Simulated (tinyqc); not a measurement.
# AlGaN/GaN HEMT with access regions, lumped model, step by step

Program tinyqc, `OMP_NUM_THREADS=1 python tinyqc.py 2570161 2570162 out.jsonl`; Intel Xeon 2.30GHz, shared host, one thread, about 0.04 s. Printed values are rounded.

A polarisation-induced electron sheet under a Schottky gate, in series with two ungated access regions and contacts. Drift law v = mu E/(1 + mu E/vs) under the gate. Currents in mA/mm, resistances in ohm mm. No self-heating, no channel-length modulation; fits for polarisation, barrier and offset are chosen for the exercise.

Values chosen for this exercise; values close to those of AlGaN/GaN structures: aluminium share of the barrier x = 0.33; barrier thickness d = 12 nm; relative permittivity of barrier and channel eps_r = 9.6; channel mobility mu = 1300 cm^2/(V s); saturation velocity vs = 1.5e7 cm/s; gate length Lg = 0.15 um; source access length Ls = 1 um; drain access length Ld = 4 um; resistance of each contact Rc = 0.23 ohm mm; share of the drain-access electrons removed by traps ft = 0; gate voltage Vg = 0.5 V; drain voltage Vd = 6 V; critical field Ec = 3 MV/cm; depth over which the depleted charge spreads te = 0.36 um; insulator under the field plate tf = 500 nm; relative permittivity of that insulator ei = 3.9.

Constants: q = 1.602176634e-19 C, eps0 = 8.8541878128e-14 F/cm where lengths are in cm. Results are converted to the units shown.

## Polarisation charge, threshold and sheet resistance

sigma = (5e13 x + 1.6e13 x^2) cm^-2, phiB = 0.84 + 1.3 x, dEc = 0.7 (1.71 x + x^2) in volts, Cb = eps0 eps_r/d, VT = phiB - dEc - q sigma/Cb, access density n0 = -Cb VT/q. Rsh = 1/(q mu n0); largest access current q n0 vs.

sigma = 1.824240e13 cm^-2
Cb = 0.7083350 uF/cm^2
VT = -3.328472 V
n0 = 1.471544e13 cm^-2
Rsh = 326.2669 ohm
q n0 vs = 3536.510 mA/mm

## Iteration 1: drain current

I at the start = 1600 mA/mm

Access resistance R(L, n) = L/(q mu n sqrt(1 - (I/(q n vs))^2)); Rs = Rc + R(Ls, n0), Rd = Rc + R(Ld, (1 - ft) n0). Vg' = Vg - I Rs, Vd' = Vd - I (Rs + Rd); with u = Vg' - VT, Vc = vs Lg/mu and w the smaller of Vd' and Vc [sqrt(1 + 2 u/Vc) - 1] (0 if negative), the channel gives (mu Cb/Lg)(u w - w^2/2)/(1 + w/Vc). I(new) is that channel current.

Rs = 0.5958508 ohm mm
Rd = 1.693403 ohm mm
Vg' = -0.4533612 V
Vd' = 2.337194 V
channel current = 2162.908 mA/mm
I after iteration 1 = 2162.908 mA/mm

## Iteration 2: drain current

As before.

Rs = 0.6423843 ohm mm
Rd = 1.879537 ohm mm
Vg' = -0.8894180 V
Vd' = 0.5453164 V
channel current = 1747.246 mA/mm
I after iteration 2 = 1747.246 mA/mm

## Course of the iteration: drain current

Stop when I changes by less than 1e-6 mA/mm, or after 60 iterations. I must stay below q (1 - ft) n0 vs.

Course of the iteration:
```
iteration  I (mA/mm)  |change| (mA/mm)
1           2162.908               563
2           1747.246               416
3           2071.300               324
4           1850.685               221
5           2004.089               153
6           1899.077               105
7           1971.706              72.6
8           1921.841              49.9
9           1956.246              34.4
...              ...               ...
48          1942.254           1.64e-5
49          1942.254           1.13e-5
50          1942.254           7.79e-6
51          1942.254           5.36e-6
52          1942.254           3.69e-6
53          1942.254           2.54e-6
54          1942.254           1.75e-6
55          1942.254           1.20e-6
56          1942.254           8.30e-7
```

Converged in 56 iterations. At the end each change is about 0.69 times the one before, with alternating sign: linear convergence. Of Vd, 21.9 % reaches the channel; the access current is 55 % of its limit.

## On-resistance and breakdown

sigma = (5e13 x + 1.6e13 x^2) cm^-2, phiB = 0.84 + 1.3 x, dEc = 0.7 (1.71 x + x^2) in volts, Cb = eps0 eps_r/d, VT = phiB - dEc - q sigma/Cb, access density n0 = -Cb VT/q. Ron = 2 Rc + Ls/(q mu n0) + Ld/(q mu (1 - ft) n0) + Lg/(mu Cb (Vg - VT)). Off state: a depleted stretch that holds the voltage V has the peak field sqrt(k V), k = 2 q n0/(eps0 eps_r te), so one edge holds V1 = Ec^2/k. The sheet under the plate pinches off at Vf = q n0 (1/Cb + tf/(eps0 ei)); beyond it the gate edge is screened. BV = V1 if Vf >= V1, else Vf + V1, and at most Ec Ld. Specific resistance Ron (Ls + Lg + Ld); figure of merit BV^2 over it.

Ron = 2.133883 ohm mm
Vf = 344.7102 V
V1 = 58.40518 V
BV = 58.40518 V
specific resistance = 0.1098950 mohm cm^2
figure of merit = 31.04023 MW/cm^2

The plate pinches off too late to screen the gate edge, so it adds nothing.
